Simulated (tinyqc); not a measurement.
From results to parameters: two-site tight-binding chain. Computed by the program tinyqc.

Problem. A two-site chain has site energies +delta (A) and -delta (B) and hoppings t1 > t2 > 0, so E = +/- sqrt(delta^2 + |t1 + t2 exp(-ika)|^2). Find delta, t1 and t2.

upper band at k = 0 = 2.804924 eV
upper band at the zone edge = 1.226540 eV
weight of the upper band on site A at the zone edge = 0.703825

Solution. The weight on A is (1 + delta/E)/2, which gives delta; then t1 + t2 = sqrt(E(0)^2 - delta^2) and t1 - t2 = sqrt(E(edge)^2 - delta^2).

delta, t1, t2 (eV): 0.500  1.940  0.820
